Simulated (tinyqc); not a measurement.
Inside a calculation: Fermi-Dirac statistics of conduction electrons. Values are carried at full precision from step to step, so a last printed digit may differ when a step is redone from the rounded ones.

Constants: hbar^2/2m0 = 3.80998211 eV angstrom^2; kB = 8.617333262e-05 eV/K; e^2/(4 pi eps0) = 14.39964547 eV angstrom.

Values chosen for the exercise (near those of Ge, lowest valleys alone; not measured data):
- m = 0.5542 m0 (density-of-states mass of the conduction band)
- T = 200 K
- n = 5.2e+17 1/cm^3 (electron density)
- eps = 16 (static dielectric constant)
- alpha = 0.6 1/eV (non-parabolicity)

## Reduced density

N = 2 (m kB T/(4 pi c))^(3/2) with c = hbar^2/2m0, in 1/angstrom^3; times 1e24 for 1/cm^3; u = n/Nc.

kT = 0.017235 eV
Nc = 5.6355e+18 1/cm^3
u = n/Nc = 0.092272

## Reduced Fermi level by five rules

F_j(eta) = (1/Gamma(j + 1)) integral_0^infinity x^j dx/(1 + exp(x - eta)), which tends to exp(eta) for eta << 0.

With u = n/Nc: Boltzmann eta = ln u; Joyce-Dixon eta = ln u + u/sqrt(8) - 4.95009e-3 u^2 + 1.48386e-4 u^3 - 4.42563e-6 u^4; Nilsson eta = ln u/(1 - u^2) + v/(1 + (0.24 + 1.08 v)^-2) with v = (3 sqrt(pi) u/4)^(2/3); fully degenerate limit eta = v; exact: F_1/2(eta) = u.

Find eta = (EF - Ec)/kT by each rule.

eta: Boltzmann -2.383, Joyce-Dixon -2.350, Nilsson -2.353, degenerate 0.247, exact -2.350

Against the exact value the errors are Boltzmann -0.033, Joyce-Dixon 0.000, Nilsson -0.003, degenerate limit +2.597 (in kT).

## Exact eta by Newton steps

Solve ln F_1/2(eta) = ln u from the Boltzmann value; dF_1/2/d eta = F_-1/2, so the step is -ln(F_1/2/u) F_1/2/F_-1/2. Stop below 1e-9.

Newton steps:

| step | eta | F_1/2 | F_-1/2 | step taken |
|---|---|---|---|---|
| 1 | -2.383018 | 0.0894042 | 0.0866714 | 0.0326 |
| 2 | -2.350453 | 0.0922703 | 0.0893625 | 1.58e-05 |
| 3 | -2.350437 | 0.0922717 | 0.0893639 | 3.82e-12 |

Converged in 3 steps.

## Mean energy, Einstein relation and screening

eta = -2.35044

Mean kinetic energy <E> = (3/2) kT F_3/2/F_1/2; D/mu = (kT/e) F_1/2/F_-1/2; dn/dEF = (Nc/kT) F_-1/2; screening length L = (4 pi (e^2/(4 pi eps0)) (dn/dEF)/eps)^(-1/2), with dn/dEF in 1/(angstrom^3 eV) (1/cm^3 = 1e-24/angstrom^3).

F_-1/2, F_1/2, F_3/2: 0.08936  0.09227  0.09377

<E> = 26.27 meV
D/mu = 17.80 mV
dn/dEF = 2.922e+19 1/(cm^3 eV)
L = 55.01 angstrom

The gas is nearly non-degenerate. D/mu is 1.033 times kT/e and <E> is 1.016 times (3/2) kT; the Debye formula, with n/kT in place of dn/dEF, would give L = 54.14 angstrom.

## Fermi level in the non-parabolic band

Non-parabolic band E (1 + alpha E) = c k^2/m: n = Nc (2/sqrt(pi)) integral_0^infinity sqrt(x (1 + a x)) (1 + 2 a x) dx/(1 + exp(x - eta)) with a = alpha kT and eta = (EF - Ec)/kT; a = 0 gives n = Nc F_1/2(eta).

Solve for eta at the same n.

a = 0.01034
eta = -2.391
EF - Ec = -41.20 meV

The extra states lower EF by 0.69 meV against the parabolic band.

## Checks

- Non-parabolic integral at a = 0 against F_1/2(2): both 2.823721.
- F_1/2(40) against the Sommerfeld form (4/(3 sqrt(pi))) eta^(3/2) (1 + pi^2/(8 eta^2)): both 190.45.

Run: tinyqc, `OMP_NUM_THREADS=1 python tinyqc.py 1681453 1681454 out.jsonl`; Intel(R) Xeon(R) Processor @ 2.30GHz, one thread, shared host; about 0.01 s of CPU time with all checks.
